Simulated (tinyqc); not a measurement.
MOS inversion layer, Poisson-Schroedinger loop: two steps of the calculation.

Electrons confined at an insulator interface at z = 0, treated as a hard wall; parabolic valleys, Hartree approximation, no image or exchange terms. The depletion charge lies far deeper than the electrons and gives a uniform field q Nd/(eps0 eps_r); the gate balances all charge. Energies are counted from the band edge at the interface.

Inputs (values chosen for the exercise); masses and permittivity close to those of In0.53Ga0.47As: relative permittivity eps_r = 14; mass along z of valley set A (1 valley(s)) mz1 = 0.0403 m0; sheet density of electrons Ns = 2.7e12 cm^-2; mesh step hz = 2.2 nm; mixing factor a = 0.5.

Constants: q = 1.602176634e-19 C, hbar = 1.054571817e-34 J s, m0 = 9.1093837015e-31 kg, eps0 = 8.8541878128e-14 F/cm where lengths are in cm, hbar^2/(2 m0) = 0.0380998212 eV nm^2. Results are converted to the units shown.

Problem 1. Levels and probability densities. Tridiagonal Hamiltonian with psi = 0 one step beyond both ends: H_ii = C (1/m_(i-1/2) + 1/m_(i+1/2))/hz^2 + V0_i + U_i, H_(i,i+1) = -C/(m_(i+1/2) hz^2), C = hbar^2/(2 m0). The lowest 2 level(s) are kept, normalised to hz sum |psi|^2 = 1. The mass is the same on all intervals.

```
node  fixed potential V0 (eV)  U after round 1 (eV)
1                  0.01279584            0.03838752
2                  0.02559168            0.07444982
3                  0.03838752            0.10453191
4                  0.05118336            0.12768130
5                  0.06397920            0.14521482
6                  0.07677504            0.15847009
7                  0.08957088            0.16803318
8                  0.10236673            0.17428992
9                  0.11516257            0.17789582
10                 0.12795841            0.17970288
11                 0.14075425            0.18048170
12                 0.15355009            0.18076276
13                 0.16634593            0.18084118
14                 0.17914177            0.18085399
```

Give: levels; |psi|^2 of A1; |psi|^2 of A2.

Solution 1.

levels (eV): A1 0.17454, A2 0.27104

```
node  |psi|^2 of A1 (1/nm)  |psi|^2 of A2 (1/nm)
1                  0.08264              0.051092
2                  0.15476              0.039070
3                  0.12199              0.000014
4                  0.06180              0.041087
5                  0.02354              0.093637
6                  0.00730              0.097609
7                  0.00194              0.068435
8                  0.00046              0.037167
9                  0.00010              0.016776
10                 0.00002              0.006538
11                 0.00000              0.002243
12                 0.00000              0.000677
13                 0.00000              0.000172
14                 0.00000              0.000029
```

Problem 2. Density, output potential and mixing. n_i = sum_k N_k |psi_k|^2 (converted to cm^-3). Hartree part by Gauss: on the interval before node i the electrons still beyond are S_i = Ns - hz sum_(j<i) n_j, and U_i = U_(i-1) + q S_i hz/(eps0 eps_r) in eV, U_0 = 0 at the interface. Mixing: U(new) = U + a (U(out) - U).

```
node  z (nm)  U after round 1 (eV)  |psi|^2 of A1 (1/nm)  |psi|^2 of A2 (1/nm)
1        2.2            0.03838752            0.08264100           0.051092394
2        4.4            0.07444982            0.15475898           0.039069705
3        6.6            0.10453191            0.12198792           0.000014051
4        8.8            0.12768130            0.06179877           0.041086881
5         11            0.14521482            0.02353705           0.093636949
6       13.2            0.15847009            0.00730288           0.097608664
7       15.4            0.16803318            0.00194061           0.068434627
8       17.6            0.17428992            0.00045710           0.037166968
9       19.8            0.17789582            0.00009770           0.016775928
10        22            0.17970288            0.00001923           0.006538204
11      24.2            0.18048170            0.00000352           0.002242752
12      26.4            0.18076276            0.00000060           0.000677408
13      28.6            0.18084118            0.00000009           0.000172339
14      30.8            0.18085399            0.00000001           0.000028584
```

N_k (cm^-2): A1 2.1547433e12, A2 5.4525670e11

Find: n; U(out); U after round 2.

Solution 2.

```
node  n (1e18 cm^-3)  U(out) (eV)  U after round 2 (eV)
1              2.059       0.0768                0.0576
2              3.548       0.1407                0.1076
3              2.629       0.1824                0.1434
4              1.556       0.2076                0.1677
5              1.018       0.2231                0.1842
6              0.690       0.2323                0.1954
7              0.415       0.2371                0.2026
8              0.213       0.2394                0.2068
9              0.094       0.2403                0.2091
10             0.036       0.2406                0.2102
11             0.012       0.2408                0.2106
12             0.004       0.2408                0.2108
13             0.001       0.2408                0.2108
14             0.000       0.2408                0.2108
```

tinyqc, about 0.2 s, one thread, Intel Xeon 2.30GHz (shared host): `OMP_NUM_THREADS=1 python tinyqc.py 2160006 2160007 out.jsonl`
